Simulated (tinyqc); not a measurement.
Inside a calculation: band offset of a heterojunction with an interface dipole (two-band chains, self-consistent charge). Values are carried at full precision from step to step, so a last printed digit may differ when a step is redone from the rounded ones.

Sites alternate A, C. Left: A at -G1/2, C at +G1/2, hopping -t1; right: A at D - G2/2, C at D + G2/2, hopping -t2; the bonds across the two interfaces of a ring (C left to A right, C right to A left) have -sqrt(t1 t2). D is the offset of the mid-gaps, so Ev(right) - Ev(left) = D - (G2 - G1)/2 and Ec(right) - Ec(left) = D + (G2 - G1)/2. The closing bond has its sign reversed (antiperiodic ring). Half the levels are filled with two electrons each. The charge moved is q = (electrons on the left) less one a site; the mean over the two interfaces, q/2, is taken as the charge that crosses each, and its dipole opposes the offset: D = D0 - u q/2.

Inputs chosen for the exercise (gaps near those of InGaAs and InP; the chains and D0 are free models, so the offsets are not those of the real pair; shifted at random, so the results belong to these values and not to a real crystal): G1 = 0.75 eV (gap on the left); G2 = 1.28 eV (gap on the right); t1 = 2.16 eV (hopping on the left); t2 = 2.28 eV (hopping on the right); D0 = 0.55 eV (mid-gap of the right side above that of the left, without dipole); n = 2 (cells a side in the small ring); u = 2.9 eV (potential step per electron moved across); mx = 0.2 (mixing).

## The small ring at D = D0

Fill in H.

H (eV):
```
         AL1      CL1      AL2      CL2      AR1      CR1      AR2      CR2
AL1  -0.3750  -2.1600        0        0        0        0        0   2.2192
CL1  -2.1600   0.3750  -2.1600        0        0        0        0        0
AL2        0  -2.1600  -0.3750  -2.1600        0        0        0        0
CL2        0        0  -2.1600   0.3750  -2.2192        0        0        0
AR1        0        0        0  -2.2192  -0.0900  -2.2800        0        0
CR1        0        0        0        0  -2.2800   1.1900  -2.2800        0
AR2        0        0        0        0        0  -2.2800  -0.0900  -2.2800
CR2   2.2192        0        0        0        0        0  -2.2800   1.1900
```

## Levels and site charges

Diagonalise, fill the lower half with two electrons each, and sum the electrons on the left (L) less one a site.

levels (eV): -3.9671  -3.7667  -1.5651  -1.4408  1.8685  2.1940  4.1779  4.6993

electrons on the sites: AL1 1.2285, CL1 0.8572, AL2 1.2054, CL2 0.8680, AR1 1.1713, CR1 0.7395, AR2 1.2000, CR2 0.7299

q = 0.1593 electrons

Electrons move to the left, the side whose mid-gap lies lower.

## Self-consistent offset

From here on the ring has 24 cells a side.

Start at D = D0; D(out) = D0 - u q(D)/2; D(new) = D + mx (D(out) - D); stop when |D(out) - D| < 1e-7 eV.

Iterations:

| i | D (eV) | q | D(out) (eV) | D(out) - D |
|---|---|---|---|---|
| 0 | 0.55000 | 0.30532 | 0.10729 | -0.443 |
| 1 | 0.46146 | 0.25235 | 0.18409 | -0.277 |
| 2 | 0.40598 | 0.22029 | 0.23058 | -0.175 |
| 3 | 0.37090 | 0.20039 | 0.25944 | -0.111 |
| 4 | 0.34861 | 0.18787 | 0.27759 | -0.0710 |
| 5 | 0.33441 | 0.17994 | 0.28909 | -0.0453 |
| 6 | 0.32534 | 0.17490 | 0.29640 | -0.0289 |
| 7 | 0.31955 | 0.17169 | 0.30105 | -0.0185 |
| 8 | 0.31585 | 0.16964 | 0.30403 | -0.0118 |
| ... | ... | ... | ... | ... |
| 31 | 0.30929 | 0.16601 | 0.30929 | -4.08e-07 |
| 32 | 0.30929 | 0.16601 | 0.30929 | -2.61e-07 |
| 33 | 0.30929 | 0.16601 | 0.30929 | -1.67e-07 |
| 34 | 0.30929 | 0.16601 | 0.30929 | -1.07e-07 |
| 35 | 0.30929 | 0.16601 | 0.30929 | -6.83e-08 |

D = 0.3093 eV

Converged at i = 35: the dipole removes 44 % of the starting offset.

## Linear response

chi = (q(+h) - q(-h))/(2h) at D = 0 with h = 0.01 eV; S = 1/(1 + u chi/2); linear estimate D = S D0.

chi = 0.52896 1/eV
S = 0.5659
linear estimate of D = 0.3113 eV

The self-consistent value is 0.3093 eV, -2.0 meV from the estimate. At D = 0 no net charge crosses: the mid-gaps are the neutrality levels of these symmetric chains.

## The line-up

Ev(right) - Ev(left) = D - (G2 - G1)/2 and Ec(right) - Ec(left) = D + (G2 - G1)/2, for D0, for the self-consistent D and for D = 0. Type I: the offsets have opposite signs; type III: one valence edge lies above the other conduction edge; else type II.

Offsets (eV):

| case | D | valence | conduction | type |
|---|---|---|---|---|
| no dipole | 0.550 | 0.285 | 0.815 | type II (staggered) |
| self-consistent | 0.309 | 0.044 | 0.574 | type II (staggered) |
| neutrality levels aligned | 0.000 | -0.265 | 0.265 | type I (straddling) |

The dipole shifts both offsets alike and leaves the type.

## Checks

- q at D = 0 against zero, as particle-hole symmetry demands: both 0.000000.
- q at the self-consistent D on 24 against 48 cells a side: both 0.1660.

(tinyqc, `OMP_NUM_THREADS=1 python tinyqc.py 1451355 1451356 out.jsonl`, Intel(R) Xeon(R) Processor @ 2.30GHz, 1 thread, shared host, about 0.5 s.)
